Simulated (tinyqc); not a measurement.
A tight-binding chain with uneven site energies, recursive Green functions: one step of the calculation.

The device has N = 7 slices of 1 site(s), nearest-neighbour hopping -t, and site energies U; the leads are semi-infinite continuations with site energy 0. V = <i+1|H|i> = -t 1.

Task. Forward pass. Forward pass: g_1 = (E - H_1 - Sigma)^(-1), g_i = (E - H_i - V g_(i-1) V^dagger)^(-1), with Sigma also subtracted on the last slice; G_(i,1) = g_i V G_(i-1,1), starting from g_1. H_i is the block of slice i, its site energy.

Parameters, values chosen for the exercise: hopping (matrix element -t) t = 2.7 eV; site energies, slice by slice U = [0.52, 0.66, 1.14, 0.64, 0.14, -0.02, -0.27] eV; energy E = -2.72 eV.

Sigma = -1.3600000-2.3324665i eV

Give: g_i; G_(i,1) of the forward pass.

Result.

| site | g_i (1/eV) | G_(i,1) of the forward pass (1/eV) |
|---|---|---|
| 1 | -0.20948-0.25989i | -0.20948-0.25989i |
| 2 | -0.26384-0.26978i | 0.04008-0.33772i |
| 3 | -0.25421-0.25816i | 0.26291-0.20386i |
| 4 | -0.25925-0.32379i | 0.36225+0.08714i |
| 5 | -0.14895-0.36244i | 0.06041+0.38954i |
| 6 | -0.16837-0.27561i | -0.26241+0.22204i |
| 7 | 0.00728-0.23009i | -0.13278-0.16739i |

tinyqc, about 0.01 s, one thread, Intel Xeon 2.30GHz (shared host): `OMP_NUM_THREADS=1 python tinyqc.py 2660004 2660005 out.jsonl`
